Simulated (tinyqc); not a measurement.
Drift layer from breakdown voltage and on-resistance.

Question. An ideal drift layer with a triangular field at breakdown has BV = Ec W/2, N = eps0 eps_r Ec/(q W) and Ron = W/(q mu N). Find Ec, W and N.

Values chosen for this exercise:
- eps_r = 9.43 (relative permittivity)
- mu = 961 cm^2/(V s) (electron mobility of the drift layer)

Constants: q = 1.602176634e-19 C, eps0 = 8.8541878128e-14 F/cm where lengths are in cm. Results are converted to the units shown.

BV = 678.92866 V
Ron = 0.13031916 mohm cm^2

Solution. Eliminating W and N gives Ron = 4 BV^2/(eps0 eps_r mu Ec^3), which yields Ec.

Ec = 2.60e3 kV/cm
W = 5.22 um
N = 2.60e16 cm^-3

Numbers from tinyqc (`OMP_NUM_THREADS=1 python tinyqc.py 2120135 2120136 out.jsonl`; about 0.1 s on one thread of a shared Intel Xeon 2.30GHz).
